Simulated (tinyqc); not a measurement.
From results back to parameters: phonon-assisted absorption at an indirect gap. Four cases, with inputs chosen for the exercise.

Problem. One phonon: alpha = A [N (E - Eg + w)^2 + (N + 1)(E - Eg - w)^2], each term only above its threshold, N = 1/(exp(w/kB Tm) - 1). The first two energies lie below the emission threshold and the third above it.

Constants: kB = 8.617333262e-05 eV/K.

Find: slope sqrt(A N); threshold Eg - w; w; Eg; A.

Method. sqrt(alpha) at the first two energies is a line with slope sqrt(A N) and intercept Eg - w. The excess at the third energy is A N exp(w/kB Tm) (E - (Eg - w) - 2w)^2, which has one root w with the emission threshold between the second and third energies.

Case 1.

Values chosen (out of a larger set: loosely those of Si at room temperature; Eg is not tied to T; not measured data): Es = (1.099, 1.171, 1.234) eV (three photon energies); Tm = 250 K.

alpha at the three energies (1/cm): 0.1252527  2.109040  11.57839

Solution.

slope sqrt(A N) = 15.25 1/(cm^(1/2) eV)
threshold Eg - w = 1.0758 eV
w = 59.2 meV
Eg = 1.135 eV
A = 3.4e+03 1/(cm eV^2)

Case 2.

Values chosen (out of a larger set: loosely those of Si at room temperature; Eg is not tied to T; not measured data): Es = (1.074, 1.142, 1.204) eV (three photon energies); Tm = 250 K.

alpha at the three energies (1/cm): 0.1061870  1.741154  9.544909

Solution.

slope sqrt(A N) = 14.61 1/(cm^(1/2) eV)
threshold Eg - w = 1.0517 eV
w = 56.3 meV
Eg = 1.108 eV
A = 2.7e+03 1/(cm eV^2)

Case 3.

Values chosen (out of a larger set: loosely those of GaP at room temperature; Eg is not tied to T; not measured data): Es = (2.221, 2.275, 2.333) eV (three photon energies); Tm = 300 K.

alpha at the three energies (1/cm): 0.3649643  5.988833  30.25879

Solution.

slope sqrt(A N) = 34.13 1/(cm^(1/2) eV)
threshold Eg - w = 2.2033 eV
w = 44.7 meV
Eg = 2.248 eV
A = 5.4e+03 1/(cm eV^2)

Case 4.

Values chosen (out of a larger set: loosely those of Si at room temperature; Eg is not tied to T; not measured data): Es = (1.065, 1.131, 1.193) eV (three photon energies); Tm = 400 K.

alpha at the three energies (1/cm): 0.4003846  6.277533  24.50048

Solution.

slope sqrt(A N) = 28.37 1/(cm^(1/2) eV)
threshold Eg - w = 1.0427 eV
w = 55.3 meV
Eg = 1.098 eV
A = 3.2e+03 1/(cm eV^2)

Computed by tinyqc, one run a case: `OMP_NUM_THREADS=1 python tinyqc.py N N+1 out.jsonl` with N = 1681408, 1681411, 1681423, 1681535; one thread of a shared Intel(R) Xeon(R) Processor @ 2.30GHz, about 0.01 s a run at most.
